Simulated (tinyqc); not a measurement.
Short-period [001] superlattice in sp3s* tight binding: one step. Levels of the small cell. The numbers come from values chosen for the exercise (A near a published set for GaAs, B for AlAs).

H (eV):
```
          sa1       za1       *a1       sc1       zc1       *c1       sa2       za2       *a2       sc2       zc2
sa1  -8.16571         0         0  -3.23350   2.24200         0         0         0         0         0         0
za1         0   0.78679         0  -2.89650   0.97850  -2.40600         0         0         0         0         0
*a1         0         0   7.80679         0   2.41850         0         0         0         0         0         0
sc1  -3.23350  -2.89650         0  -2.64979         0         0  -3.23350   2.89650         0         0         0
zc1   2.24200   0.97850   2.41850         0   3.67121         0  -2.24200   0.97850  -2.41850         0         0
*c1         0  -2.40600         0         0         0   6.73821         0   2.40600         0         0         0
sa2         0         0         0  -3.23350  -2.24200         0  -8.33479         0         0  -3.23350   2.24200
za2         0         0         0   2.89650   0.97850   2.40600         0   1.04321         0  -2.89650   0.97850
*a2         0         0         0         0  -2.41850         0         0         0   8.57721         0   2.41850
sc2         0         0         0         0         0         0  -3.23350  -2.89650         0  -2.64979         0
zc2         0         0         0         0         0         0   2.24200   0.97850   2.41850         0   3.67121
*c2         0         0         0         0         0         0         0  -2.40600         0         0         0
sa3         0         0         0         0         0         0         0         0         0  -3.23350  -2.24200
za3         0         0         0         0         0         0         0         0         0   2.89650   0.97850
*a3         0         0         0         0         0         0         0         0         0         0  -2.41850
sc3  -3.33550   2.74650         0         0         0         0         0         0         0         0         0
zc3  -2.55350   0.93650  -2.25700         0         0         0         0         0         0         0         0
*c3         0   2.49900         0         0         0         0         0         0         0         0         0

          *c2       sa3       za3       *a3       sc3       zc3       *c3
sa1         0         0         0         0  -3.33550  -2.55350         0
za1         0         0         0         0   2.74650   0.93650   2.49900
*a1         0         0         0         0         0  -2.25700         0
sc1         0         0         0         0         0         0         0
zc1         0         0         0         0         0         0         0
*c1         0         0         0         0         0         0         0
sa2         0         0         0         0         0         0         0
za2  -2.40600         0         0         0         0         0         0
*a2         0         0         0         0         0         0         0
sc2         0  -3.23350   2.89650         0         0         0         0
zc2         0  -2.24200   0.97850  -2.41850         0         0         0
*c2   6.73821         0   2.40600         0         0         0         0
sa3         0  -8.16571         0         0  -3.33550   2.55350         0
za3   2.40600         0   0.78679         0  -2.74650   0.93650  -2.49900
*a3         0         0         0   7.80679         0   2.25700         0
sc3         0  -3.33550  -2.74650         0  -1.61563         0         0
zc3         0   2.55350   0.93650   2.25700         0   3.12837         0
*c3         0         0  -2.49900         0         0         0   6.26837
```

Task: Diagonalise (s, pz, s* block of a cell with n = 2, m = 1; px and py are apart). The lowest 6 levels are filled. Give the share of the cation weight of the lowest empty level that lies on the A cations, c1 and c2.

Give: levels; share on A cations.

Result:

levels (eV): [-12.450, -11.075, -10.884, -5.812, -5.472, -0.148, 1.834, 2.213, 2.230, 2.728, 2.816, 4.515, 6.582, 8.039, 9.313, 9.456, 10.482, 11.075]

share on A cations = 0.833

The lowest empty level is number 7, at 1.834 eV.

Run: tinyqc, `OMP_NUM_THREADS=1 python tinyqc.py 1482296 1482297 out.jsonl`; Intel(R) Xeon(R) Processor @ 2.30GHz, one thread, shared host; about 0.4 s of CPU time with all checks.
